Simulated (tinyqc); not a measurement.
Comparisons within one model: special k points of the hexagonal lattice. A value that a table varies takes the place of the one given here.

Lattice vectors in units of a: a1 = (1, 0), a2 = (-1/2, sqrt(3)/2); reciprocal vectors b_i with a_i . b_j = 2 pi delta_ij. Mesh: k = sum_i f_i b_i with f_i = (2 j_i + shift)/(2 N), j_i = 0 .. N-1. The point group of the lattice has 12 operations; only those that map the mesh onto itself are used.

A_m(k) = sum over the m-th star of lattice vectors R of cos(k . R), stars in order of length: m = 1: |R|^2 = 1, 6 vectors, such as (1, 1) in the basis a_i; m = 2: |R|^2 = 3, 6 vectors, such as (2, 1) in the basis a_i; m = 3: |R|^2 = 4, 6 vectors, such as (2, 2) in the basis a_i; m = 4: |R|^2 = 7, 12 vectors, such as (3, 2) in the basis a_i; m = 5: |R|^2 = 9, 6 vectors, such as (3, 3) in the basis a_i; m = 6: |R|^2 = 12, 6 vectors, such as (4, 2) in the basis a_i. The zone mean of every A_m is zero.

Test function, the lower band of a two-band insulator: E(k) = -sqrt(D^2 + (e0 - t A_1(k))^2).

Parameters, chosen for this exercise: D = 1.14 eV (half gap term); t = 0.82 eV (coupling); e0 = 2.5 eV (offset); N = 3 (points along each reciprocal vector); shift = 0 (half steps).

## Mesh size and shift

Errors of the mean of E against the unshifted mesh with N = 96. The fifth column is |R|^2 of the shortest star with a non-zero mean.

Meshes:
```
mesh        points  irreducible  operations  |R|^2 missed  error (meV)
2 Gamma          4            2          12          4.00     -725.033
2 shifted        4            2           4          4.00      303.254
3 Gamma          9            3          12          9.00      -95.659
3 shifted        9            4           4          9.00       20.568
4 Gamma         16            4          12         16.00       46.182
4 shifted       16            6           4         16.00      -13.117
5 Gamma         25            5          12         25.00       17.893
5 shifted       25            9           4         25.00       -6.500
6 Gamma         36            7          12         36.00       -8.489
6 shifted       36           12           4         36.00        2.972
8 Gamma         64           10          12           >36        1.707
8 shifted       64           20           4           >36       -0.560
10 Gamma       100           14          12           >36       -0.402
10 shifted     100           30           4           >36        0.134
```

reference mean = -3.16430 eV

The shifted mesh has the smaller error for 7 of 7 values of N and the larger for 0. The cheapest mesh within 1 meV is 10 Gamma, with 14 irreducible points. A mesh misses the lattice vectors N (n1 a1 + n2 a2 + ...); the half shift gives each the sign (-1)^(n1 + n2 + ...), so the 6 shortest ones add up to -2 in place of 6. The shift lowers the symmetry; it leaves more irreducible points for N = 3, 4, 5, 6, 8 and 10.

## Gap and mesh density

D takes the values listed; errors against the unshifted mesh with N = 192, for unshifted meshes.

Errors (meV):
```
D (eV)  reference (eV)     N = 2   N = 4    N = 6  N = 8
0.2            -2.8745  -841.233  60.113  -29.972  9.257
0.4            -2.9100  -822.623  61.471  -23.463  6.545
0.8            -3.0271  -772.556  55.493  -13.569  3.158
1.5            -3.3396  -674.746  36.337   -5.194  0.885
2.5            -3.9467  -550.361  17.414   -1.380  0.142
4.0            -5.0707  -415.570   6.113   -0.227  0.011
```

The first listed N from which the error stays below 0.5 meV is none for D = 0.2, none for D = 0.4, none for D = 0.8, none for D = 1.5, 8 for D = 2.5, 6 for D = 4 eV. A larger D makes the function smoother, so its Fourier coefficients fall faster with |R|.

## What moves the zone average

Mean of E over the mesh, and its error against the unshifted mesh with N = 96. Each row changes one parameter from the base and keeps the others.

Results:
```
case          mean (eV)  error (meV)  irreducible points
base            -3.2600       -95.66                   3
N = 4           -3.1181        46.18                   4
shift = 1       -3.1437        20.57                   4
D = 0.798 eV    -3.1490      -122.67                   3
t = 1.066 eV    -3.5741       -61.71                   3
```

The largest shifts from the base row, up to three for each result and ties (the steps differ in size, so this ranks the rows, not the parameters). mean (eV): t -0.3142, N +0.1418, shift +0.1162. error (meV): N +141.84, shift +116.23, t +33.95. irreducible points: N +1, shift +1; unchanged at the printed digits by D and t.

(tinyqc, `OMP_NUM_THREADS=1 python tinyqc.py 1682266 1682267 out.jsonl`, Intel(R) Xeon(R) Processor @ 2.30GHz, 1 thread, shared host, about 0.1 s.)
